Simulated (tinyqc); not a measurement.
What the corrections do to the levels: formation energy of a charged point defect from supercell energies. Computed by tinyqc, a small Python program. Command: `OMP_NUM_THREADS=1 python tinyqc.py 3029688 3029689 out.jsonl formation walk`. One thread of a shared host (Intel(R) Xeon(R) Processor @ 2.30GHz), about 0.01 s of CPU time with the checks.

The host is a compound AB. Making the defect adds n_A = 1, n_B = -1 atoms to the cell. All total energies are inputs. E_F is counted from the valence-band maximum (VBM); x = 0 is A-rich and x = 1 B-rich growth.

Inputs (values chosen for the exercise, with gap and screening modelled on AlN):
```
quantity                      value      unit
gap E_g                        6.02        eV
E_VBM of the host cell        1.362        eV
potential alignment dV        -0.13        eV
dielectric constant eps        8.17         -
cell length L                  9.47  angstrom
mu_A of the pure element     -3.271        eV
mu_B of the pure element     -7.793        eV
formation enthalpy dH of AB   -2.15        eV
growth condition x             0.73         -
```

Defect: A on a B site. Supercell lattice: sc.

charge states q: 3  2  1  0

E(defect, q) - E(host), in the order of q (eV): -7.306  -1.551  2.085  8.358

Constants: e^2/(4 pi eps_0) = 14.39964548 eV angstrom.

Method:
- dmu_A = x dH and dmu_B = (1 - x) dH, so that dmu_A + dmu_B = dH; mu = mu(element) + dmu.
- The reservoir term is sum n_i mu_i.
- Image-charge correction of a point charge in a neutralising background: E_corr = q^2 alpha e^2/(4 pi eps_0) / (2 eps L), alpha = 2.837297 for a sc array with L the cube root of the volume.
- E_f(q, E_F) = [E(defect, q) - E(host)] - sum n_i mu_i + q (E_VBM + dV + E_F) + E_corr(q).
- Levels eps(q/q-1) with the terms q dV and E_corr left out or kept.

E_f(q, 0) (eV): (q=+3) -4.76672, (q=+2) -1.56388, (q=+1) 0.04803, (q=0) 4.82500

E_corr (eV): (q=+3) 2.37628, (q=+2) 1.05612, (q=+1) 0.26403, (q=0) 0.00000

Levels above the VBM (eV):
```
level      raw  with alignment  with image charge  with both
(+3/+2)  4.393           4.523             3.0728     3.2028
(+2/+1)  2.274           2.404             1.4819     1.6119
(+1/0)   4.911           5.041             4.6470     4.7770
```

What follows from these numbers?

Alignment moves every level by -dV = +0.130 eV. The image term moves eps(q/q-1) by (1 - 2q) E_corr(1): (+3/+2) by -1.320, (+2/+1) by -0.792, (+1/0) by -0.264 eV, donor levels down and acceptor levels up. It adds 2 E_corr(1) = 0.528 eV to every U. Caution: the largest image-charge correction in these energies, q^2 alpha e^2/(8 pi eps_0 eps L) with alpha = 2.837297, exceeds a quarter of the gap; the point-charge term alone is then a rough estimate, usually too large for a charge that is spread out. Caution: E_f at E_F = 0 is negative for at least one charge state, so in equilibrium E_F cannot reach the valence-band maximum.

Extremes, crossings and ranges named in words are read from the listed rows.
